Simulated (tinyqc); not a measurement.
Moment against band filling: Stoner model of a band ferromagnet.

Density of states per atom and spin: flat with a rise to the top, D(e) = (M/W) [1 - sp + 4 sp (e/W + 1/2)^3]. Levels e -/+ I m/2 for up and down spin, m = n_up - n_down, n_up + n_down = nd. At zero temperature e(N) is the energy below which N states lie, and E(m) = sum over spins of integral e D de - I m^2/4.

Values chosen for the exercise: W = 4 eV (band width, e from -W/2 to W/2); M = 5 (states per atom and spin); sp = 0.66 (shape parameter); I = 0.4 eV (Stoner parameter).

Rigid band, I fixed: a Slater-Pauling curve.

Results:

| nd | I D(EF) | m (muB) | m_max |
|---|---|---|---|
| 3.0 | 0.472 | 0.000 | 3.0 |
| 4.0 | 0.628 | 0.000 | 4.0 |
| 5.0 | 0.782 | 0.000 | 5.0 |
| 6.0 | 0.932 | 0.000 | 4.0 |
| 6.5 | 1.005 | 0.774 | 3.5 |
| 7.0 | 1.077 | 3.000 | 3.0 |
| 7.5 | 1.148 | 2.500 | 2.5 |
| 8.5 | 1.287 | 1.500 | 1.5 |
| 9.0 | 1.356 | 1.000 | 1.0 |
| 9.5 | 1.423 | 0.500 | 0.5 |

Give the missing row, nd = 8.0.

Computed row:
```
nd   I D(EF)  m (muB)  m_max
8.0    1.218    2.000    2.0
```

Magnetic fillings among those listed: 6.5, 7.0, 7.5, 8.0, 8.5, 9.0 and 9.5; the largest moment is 3.00 at nd = 7. At 7.0, 7.5, 8.0, 8.5, 9.0 and 9.5 the moment is saturated and follows m_max, changing by one per electron.

Program tinyqc; command `OMP_NUM_THREADS=1 python tinyqc.py 1681210 1681211 out.jsonl`; about 0.3 s on one thread of a shared Intel(R) Xeon(R) Processor @ 2.30GHz.
